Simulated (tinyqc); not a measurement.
Coupling ratio and rate constant from the late transient.

Question. Long after the knee a floating-gate cell follows U = Vg - (tox/ag) B/ln(K t). Find K and ag.

Inputs (values chosen for the exercise):
- tox = 6.8 nm (tunnel oxide thickness)
- Vg = 8.8 V (control-gate voltage)

U at t = 0.003 and 0.3 s (V): [-0.46331812, 0.86535249]
B = 23.976933 V/nm

Answer. 1/(Vg - U) is linear in ln t; the ratio of the two values gives ln(K t_a), and either value gives ag.

K = 2.928e14 1/s
ag = 0.6400

tinyqc, about 0.01 s, one thread, Intel Xeon 2.30GHz (shared host): `OMP_NUM_THREADS=1 python tinyqc.py 2130044 2130045 out.jsonl`
